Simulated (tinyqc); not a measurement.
From results back to parameters: band offset of a heterojunction with an interface dipole (two-band chains, self-consistent charge). Three cases, with inputs chosen for the exercise.

Problem. D0 is the offset of the mid-gaps without dipole, chi the charge moved per eV of offset and u the potential step per electron moved. In linear response the valence offset is S D0 - (G2 - G1)/2 with S = 1/(1 + u chi/2). Two interfaces between the same crystals differ in D0 by a known amount, as from a layer of fixed dipoles; their offsets come from hidden S and D0.

Find: S; D0 of the first; u.

Method. S is the change of the offset over the change of D0; then D0 = (offset + (G2 - G1)/2)/S and u = 2 (1/S - 1)/chi.

Case 1.

Values chosen (out of a larger set: gaps near those of GaN and AlN; the chains and D0 are free models, so the offsets are not those of the real pair; not measured data): G1 = 3.51 eV (gap on the left); G2 = 6.11 eV (gap on the right).

chi = 0.09317 1/eV

valence offsets (eV): first -1.46800, second -1.07320

D0(second) - D0(first) = 0.47 eV

Solution.

S = 0.840
D0 of the first = -0.20 eV
u = 4.1 eV

Case 2.

Values chosen (out of a larger set: gaps near those of GaAs and AlAs; the chains and D0 are free models, so the offsets are not those of the real pair; not measured data): G1 = 1.48 eV (gap on the left); G2 = 2.28 eV (gap on the right).

chi = 0.28244 1/eV

valence offsets (eV): first -0.64378, second 0.18794

D0(second) - D0(first) = 1.16 eV

Solution.

S = 0.717
D0 of the first = -0.34 eV
u = 2.8 eV

Case 3.

Values chosen (out of a larger set: gaps near those of Si and HfO2; the chains and D0 are free models, so the offsets are not those of the real pair; not measured data): G1 = 1.16 eV (gap on the left); G2 = 5.51 eV (gap on the right).

chi = 0.14282 1/eV

valence offsets (eV): first -2.79270, second -1.53120

D0(second) - D0(first) = 1.45 eV

Solution.

S = 0.870
D0 of the first = -0.71 eV
u = 2.1 eV

Computed by tinyqc, one run a case: `OMP_NUM_THREADS=1 python tinyqc.py N N+1 out.jsonl` with N = 1480433, 1480536, 1480564; one thread of a shared Intel(R) Xeon(R) Processor @ 2.30GHz, about 0.4 s a run at most.
